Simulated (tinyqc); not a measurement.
# Changing the total dopant density N

Model: dopants and charged point defects at anneal temperature: Fermi-level effect, clustering and pairing. Computed by tinyqc, a small Python program. Command: `OMP_NUM_THREADS=1 python tinyqc.py 3021097 3021098 out.jsonl pairing sweep`. One thread of a shared host (Intel(R) Xeon(R) Processor @ 2.30GHz), about 0.04 s of CPU time with the checks.

Boltzmann statistics and full ionisation of active dopants. Energies are counted from the valence band; the defect (a vacancy or self-interstitial) has five charge states, with all degeneracy factors one.

Inputs (values chosen for the exercise, with bands modelled on silicon): gap at 0 K E_g0 = 1.16 eV; Varshni alpha = 0.000477 eV/K; Varshni beta = 613 K; electron mass m_e = 0.325 m_0; valleys M_c = 6; hole mass m_h = 0.803 m_0; anneal temperature T = 820 K; formation enthalpy of the neutral defect H_f = 2.12 eV; formation entropy S_f = 2.8 k_B; site density N_s = 4.8e+22 cm^-3; intrinsic dopant diffusivity D_i = 7.5e-17 cm^2/s; anneal time t = 300 s; dopant atoms per cluster k = 2; cluster binding energy E_b = 0.911 eV.

Dopant: acceptor. Second part: clustering of the dopant.

defect levels as fractions of E_g(T): (2+/+), (+/0), (0/-), (-/2-): [0.078, 0.14, 0.6, 0.93]

Constants: m_0 = 9.1093837015e-31 kg; k_B = 1.380649e-23 J/K; h = 6.62607015e-34 J s; k_B = 8.617333262e-05 eV/K.

Method:
- E_g = E_g0 - alpha T^2/(T + beta).
- N_c = 2 M_c (2 pi m_e k_B T/h^2)^(3/2) and N_v = 2 (2 pi m_h k_B T/h^2)^(3/2), masses in units of m_0.
- n_i = sqrt(N_c N_v) exp(-E_g/2 k_B T); E_i = E_g/2 + (k_B T/2) ln(N_v/N_c).
- p = A/2 + sqrt(A^2/4 + n_i^2) for an active density A.
- k ionised dopants and k carriers form one neutral cluster: C = N_s (A/N_s)^k (p/N_b)^k exp(E_b/k_B T), N_b the effective density of states of the majority band, and N = A + k C (60 bisections in ln A between ln N - 90 and ln N).
- chi = n/n_i (for acceptors n_i/p); E_F = E_i + k_B T ln chi; field enhancement h = 1 + A/sqrt(A^2 + 4 n_i^2).
- C_0 = N_s exp(S_f/k_B) exp(-H_f/k_B T). Ratios to the neutral state at E_F = E_i: r_+ = exp((E(+/0) - E_i)/k_B T), r_2+ = r_+ exp((E(2+/+) - E_i)/k_B T), r_- = exp((E_i - E(0/-))/k_B T), r_2- = r_- exp((E_i - E(-/2-))/k_B T); at other E_F state q scales as chi^(-q). The enhancement is sum r_q chi^(-q)/sum r_q. The charge on the defects is left out of neutrality.
- If every charge state of the defect carries the dopant equally well, D = D_i x enhancement x h x (active share A/N, a rough stand-in that overstates the dA/dN which immobile clusters call for), D_i being an input held fixed when T or H_f is moved; diffusion length 2 sqrt(D t).

One run for each value:
```
total dopant density N (cm^-3)  active density A (cm^-3)  enhancement over intrinsic   D/D_i  E_F (eV)  mean charge (e)
1.00e+17                                      9.9999e+16                      0.9504  1.2812   0.42705          -0.1150
3.00e+17                                      2.9997e+17                      0.9060  1.5800   0.38491          -0.0486
9.00e+17                                      8.9831e+17                      0.9025  1.7636   0.31708           0.0407
3.00e+18                                      2.8380e+18                      1.0242  1.9335   0.23718           0.2043
8.00e+18                                      5.5826e+18                      1.2463  1.7384   0.18949           0.3934
2.00e+19                                      8.2844e+18                      1.5001  1.2424   0.16162           0.5529
7.00e+19                                      1.2340e+19                      1.9426  0.6848   0.13347           0.7505
2.00e+20                                      1.6483e+19                      2.4698  0.4071   0.11302           0.9106
7.00e+20                                      2.2845e+19                      3.4271  0.2237   0.08996           1.0966
2.00e+21                                      2.9837e+19                      4.6849  0.1398   0.07109           1.2439
```

Over the rows, active density A (cm^-3) rises from 1.00e17 to 2.98e19 (exponent d ln y / d ln x 1.00 between the first rows and 0.25 between the last); enhancement over intrinsic goes from 0.950 through a minimum among these rows, 0.902 at 9.00e17, to 4.68; D/D_i goes from 1.28 through a maximum among these rows, 1.93 at 3.00e18, to 0.140. At the low end the exponent of active density A is 1.00, close to 1: no clustering. Once clusters hold most of the dopant and A exceeds n_i, the exponent of A tends to 1/(2k) = 0.250; between the last rows it is 0.254.

Extremes, crossings and ranges named in words are read from the listed rows.
